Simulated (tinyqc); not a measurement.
# Schottky diode by the thermionic emission-diffusion theory, step by step

Computed by the program tinyqc: `OMP_NUM_THREADS=1 python tinyqc.py 2640166 2640167 out.jsonl`, one thread of a shared Intel Xeon 2.30GHz, about 0.01 s for the whole run. Printed values are rounded.

Metal on an n-type semiconductor with one parabolic valley; V > 0 is forward bias (metal positive). The band bends as a parabola over the depletion layer, by Vd = Vbi - V; no image force. Carriers drift and diffuse up to the interface and leave it with the velocity vR.

Inputs (values chosen for the exercise); band and dielectric values close to those of gallium nitride:
```
symbol   value        unit                             meaning
T          400           K                         temperature
me       0.201          m0                       electron mass
eps_r     9.44                           relative permittivity
mun        300  cm^2/(V s)                   electron mobility
phi       1.13          eV  barrier height seen from the metal
Nd      1.4e15       cm^-3                       donor density
V          0.4           V                                bias
```

Constants: q = 1.602176634e-19 C, kB = 1.380649e-23 J/K, h = 6.62607015e-34 J s, m0 = 9.1093837015e-31 kg, Vt = kB T/q, eps0 = 8.8541878128e-14 F/cm where lengths are in cm. Results are converted to the units shown.

## Emission velocity

A* = 4 pi q me m0 kB^2/h^3 (times 1e-4 for A/(cm^2 K^2)); Nc = 2 (2 pi me m0 kB T/h^2)^1.5 (times 1e-6 for cm^-3); Vbi = phi - Vt ln(Nc/Nd); vR = A* T^2/(q Nc).

A* = 24.1548 A/(cm^2 K^2)
Nc = 3.48156e18 cm^-3
Vbi = 0.860492 V
vR = 6.92850e6 cm/s

vR equals sqrt(kB T/(2 pi me m0)).

## Diffusion velocity

LD = sqrt(eps0 eps_r Vt/(q Nd)), a = sqrt((Vbi - V)/Vt), D(a) = exp(-a^2) int_0^a exp(s^2) ds (Dawson), vD = mun Vt/(sqrt(2) LD D(a)). For large a, vD tends to mun times the surface field sqrt(2 q Nd (Vbi - V)/(eps0 eps_r)).

LD = 113.333 nm
a = 3.65506
D(a) = 0.142645
vD = 4.52297e6 cm/s
mun times the surface field = 4.71635e6 cm/s

vD is 4.1 % below the large-a form.

## Current density

J = q Nc [vR vD/(vR + vD)] exp(-phi/Vt) [exp(V/Vt) - 1]. The quasi-Fermi level drops by Vt ln[(vR + vD)/(vD + vR exp(-V/Vt))] over the layer.

effective velocity = 2.73654e6 cm/s
J = 9.68472e-4 A/cm^2
J over the pure emission value = 0.394969
drop of the quasi-Fermi level over the layer = 32.0198 meV

Emission and diffusion both limit the current.
